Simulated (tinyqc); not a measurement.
# One rectangular barrier with mass mismatch, transfer matrices: what changes with what

One electron of energy E comes from the left lead (band edge 0); no transverse momentum. Parabolic bands, masses in units of m0, C = hbar^2/(2 m0); psi and psi'/m are continuous at every interface. The right lead equals the left one.

Parameters, values chosen for the exercise; masses and offsets close to those of GaAs wells and AlGaAs barriers: mass in the left lead mL = 0.067 m0; barrier height U1 = 0.25 eV; barrier mass m1 = 0.093 m0; barrier width d1 = 3.8 nm; electron energy E = 0.369 eV.

Constants: q = 1.602176634e-19 C, hbar = 1.054571817e-34 J s, m0 = 9.1093837015e-31 kg, hbar^2/(2 m0) = 0.0380998212 eV nm^2. Results are converted to the units shown.

Each table varies one quantity; the others keep the values above.

## Transmission against energy

For the pair (psi, psi'/m) a flat layer has M = [[cos kd, (m/k) sin kd], [-(k/m) sin kd, cos kd]] with k = sqrt(m (E - U)/C) above its edge U, and M = [[cosh Kd, (m/K) sinh Kd], [(K/m) sinh Kd, cosh Kd]] with K = sqrt(m (U - E)/C) below it. The matrices are multiplied with later layers to the left. With M acting on (psi, psi'/m) and v = k/m in each lead, T(E) = 4 vL vR/[(vL vR M12 - M21)^2 + (vR M11 + vL M22)^2]. The last column is exp(-2 sum K d) over the layers with U > E.

Transmission against energy:
```
E (eV)       T(E)  exp(-2 sum K d)
0.02    0.0051811        0.0033643
0.059    0.018597        0.0055758
0.098    0.038182        0.0097616
0.137    0.066928         0.018473
0.176     0.10907         0.039555
0.215     0.17020          0.10846
0.255     0.25923           1.0000
0.294     0.37637           1.0000
0.333     0.52111           1.0000
0.372     0.67851           1.0000
0.411     0.82213           1.0000
0.45      0.92689           1.0000
```

What does the table show?

T(E) runs from 0.00518 at 0.02 eV to 0.927 at 0.45 eV; among the rows its largest value is 0.927 at 0.45 eV. Below the barrier the ratio to exp(-2Kd) lies between 1.54 and 3.91: that is the prefactor which WKB sets to 1. Above the barrier T(E) is as low as 0.259 in these rows: both interfaces reflect, and the reflections cancel only where k d is a multiple of pi.

## Effect of the barrier mass and of the matching rule

The second column matches psi and psi' without the mass (every m outside k and K set to 1), which is not the envelope-function rule when the masses differ.

Effect of the barrier mass and of the matching rule:
```
m1 (m0)  T(E), psi'/m matched  T(E), psi' matched   ratio
0.037                  0.9359              0.5329  0.5694
0.048                  0.8574              0.6122  0.7140
0.06                   0.7796              0.6966  0.8936
0.076                  0.7063              0.7976   1.129
0.097                  0.6622              0.8973   1.355
0.12                   0.6691              0.9607   1.436
0.16                   0.7888              0.9967   1.264
0.2                    0.9662               1.000   1.035
```

With psi'/m matched, T(E) goes from 0.936 through a minimum of 0.662 (at m1 = 0.097 m0 among the rows listed) to 0.966. The other rule gives 0.569 times that in the first row and 1.03 times in the last; the two rules coincide at m1 = mL = 0.067.

tinyqc, about 0.01 s, one thread, Intel Xeon 2.30GHz (shared host): `OMP_NUM_THREADS=1 python tinyqc.py 2560003 2560004 out.jsonl`
